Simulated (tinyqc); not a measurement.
Fermi level and growth conditions: formation energy of a charged point defect from supercell energies. Computed by tinyqc, a small Python program. Command: `OMP_NUM_THREADS=1 python tinyqc.py 3030903 3030904 out.jsonl formation walk`. One thread of a shared host (Intel(R) Xeon(R) Processor @ 2.30GHz), about 0.01 s of CPU time with the checks.

The host is a compound AB. Making the defect adds n_A = 0, n_B = -1, n_X = 1 atoms to the cell. All total energies are inputs. E_F is counted from the valence-band maximum (VBM); x = 0 is A-rich and x = 1 B-rich growth.

Inputs (values chosen for the exercise, for a model compound AB):

| quantity | value | unit |
|---|---|---|
| gap E_g | 3.12 | eV |
| E_VBM of the host cell | 6.059 | eV |
| potential alignment dV | -0.11 | eV |
| dielectric constant eps | 9.83 | - |
| cell length L | 21.3 | angstrom |
| mu_B of the pure element | -7.557 | eV |
| formation enthalpy dH of AB | -1.59 | eV |
| growth condition x | 0.84 | - |
| mu_X of the pure element | -1.207 | eV |
| formation enthalpy of AX | -2 | eV |

Defect: impurity X on a B site. Supercell lattice: bcc.

charge states q: 3  2  1  0

E(defect, q) - E(host), in the order of q (eV): -10.744  -4.028  3.534  11.639

Constants: e^2/(4 pi eps_0) = 14.39964548 eV angstrom.

Method:
- dmu_A = x dH and dmu_B = (1 - x) dH, so that dmu_A + dmu_B = dH; mu = mu(element) + dmu. The impurity is held at its solubility limit: dmu_X = min(0, dH(AX) - dmu_A).
- The reservoir term is sum n_i mu_i.
- Image-charge correction of a point charge in a neutralising background: E_corr = q^2 alpha e^2/(4 pi eps_0) / (2 eps L), alpha = 2.888462 for a bcc array with L the cube root of the volume.
- E_f(q, E_F) = [E(defect, q) - E(host)] - sum n_i mu_i + q (E_VBM + dV + E_F) + E_corr(q).
- Each entry is the lowest E_f over q.

E_f(q, 0) (eV): (q=+3) 2.05692, (q=+2) 2.32730, (q=+1) 3.64232, (q=0) 5.69900

sum n_i mu_i = 5.94 eV

Lowest formation energy (eV):

| E_F (eV) | stable q | A-rich, x = 0 | x = 0.5 | B-rich, x = 1 |
|---|---|---|---|---|
| 0.00 | +3 | 2.0569 | 2.0569 | 2.0569 |
| 0.39 | +2 | 3.1073 | 3.1073 | 3.1073 |
| 0.78 | +2 | 3.8873 | 3.8873 | 3.8873 |
| 1.17 | +2 | 4.6673 | 4.6673 | 4.6673 |
| 1.56 | +1 | 5.2023 | 5.2023 | 5.2023 |
| 1.95 | +1 | 5.5923 | 5.5923 | 5.5923 |
| 2.34 | 0 | 5.6990 | 5.6990 | 5.6990 |
| 2.73 | 0 | 5.6990 | 5.6990 | 5.6990 |
| 3.12 | 0 | 5.6990 | 5.6990 | 5.6990 |

What follows from these numbers?

The lines end where they began between A-rich and B-rich growth, because the cap on mu_X moves with the host potential. The slope of the envelope is the stable charge, so E_f is highest in the rows from E_F = 2.34 to 3.12 eV, where the neutral state is stable: the defect forms most easily in p-type material. Caution: the largest image-charge correction in these energies, q^2 alpha e^2/(8 pi eps_0 eps L) with alpha = 2.888462, exceeds a quarter of the gap; the point-charge term alone is then a rough estimate, usually too large for a charge that is spread out.

Extremes, crossings and ranges named in words are read from the listed rows.
